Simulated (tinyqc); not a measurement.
Heisenberg spin cluster by exact diagonalisation: multiplets, susceptibility, level crossings: one step, computed by the program tinyqc. Command: `OMP_NUM_THREADS=1 python tinyqc.py 3023808 3023809 out.jsonl spincl walk`. One thread of a shared host (Intel(R) Xeon(R) Processor @ 2.30GHz), about 0.01 s of CPU time with the checks.

H = J1 sum S_i.S_j over the bonds 1-2, 2-3 + J2 sum over 1-3 - g mu_B B S_z; J > 0 is antiferromagnetic.

Problem. Multiplets. Every multiplet has one member in the block S_z = 0.5; diagonalise it and read the total spin from <S^2> = S (S + 1).

Inputs (values chosen for the exercise, for a model cluster): exchange J1 = -0.581 meV; exchange J2 = 0.17 meV.

Cluster: triangle, two J1 bonds and one J2 bond. Spin s of each site: 0.5.

Give: Levels at B = 0; ground energy; gap to the next level.

Solution.

Levels at B = 0:
```
E (meV)  total S  number of multiplets
-0.2480      1.5                     1
-0.1275      0.5                     1
0.6235       0.5                     1
```

ground energy = -0.248 meV

gap to the next level = 0.1205 meV

The ground state has S = 1.5; the next level has S = 0.5. The highest spin, S = 1.5, lies at -0.248 meV, s^2 times the sum of all J, s the spin of a site.
